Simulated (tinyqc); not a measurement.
Resistive crossbar, vector-matrix product with wire resistance: two steps of the calculation.

2 rows and 2 columns. Cell (i, j) joins row node wij to column node bij. Each row is driven at its left end through one wire segment rw; neighbouring nodes along a row or a column are joined by rw; each column ends below the last row in one more rw and a virtual ground, where its current is read. Ideal output: I_j = sum_i V_i G_ij.

Inputs (values chosen for the exercise): wire resistance between neighbouring cells rw = 10 ohm; input voltages of the rows V = [0.38, 0.35] V.

Question 1. Node voltages and column currents. Solve A x = b; I_j = b2j/rw.

A (uS):
```
             w11          w12          w21          w22          b11          b12          b21          b22
w11  2.0019000e5         -1e5            0            0         -190            0            0            0
w12         -1e5  1.0012000e5            0            0            0         -120            0            0
w21            0            0  2.0007900e5         -1e5            0            0          -79            0
w22            0            0         -1e5  1.0002100e5            0            0            0          -21
b11         -190            0            0            0  1.0019000e5            0         -1e5            0
b12            0         -120            0            0            0  1.0012000e5            0         -1e5
b21            0            0          -79            0         -1e5            0  2.0007900e5            0
b22            0            0            0          -21            0         -1e5            0  2.0002100e5
```

b (uA): w11 38000, w12 0, w21 35000, w22 0, b11 0, b12 0, b21 0, b22 0

Wanted: row nodes; column nodes; column currents.

Answer 1.

row nodes (mV): w11 378.8, w12 378.4, w21 349.7, w22 349.6
column nodes (mV): b11 1.709, b12 0.9791, b21 0.9920, b22 0.5262
column currents (uA): column 1 99.20, column 2 52.62

Question 2. Error against the ideal product. Ideal I_j = sum_i V_i G_ij; error = I/ideal - 1.

cell conductances G (uS):
```
       column 1  column 2
row 1       190       120
row 2        79        21
```

column currents (uA): column 1 99.197280, column 2 52.617926

Wanted: ideal currents; error.

Answer 2.

ideal currents (uA): column 1 99.850, column 2 52.950
error (%): column 1 -0.6537, column 2 -0.6271

The largest error is in column 1. All currents fall short, since the wires take part of the voltage.

Numbers from tinyqc (`OMP_NUM_THREADS=1 python tinyqc.py 2880005 2880006 out.jsonl`; about 0.02 s on one thread of a shared Intel Xeon 2.30GHz).
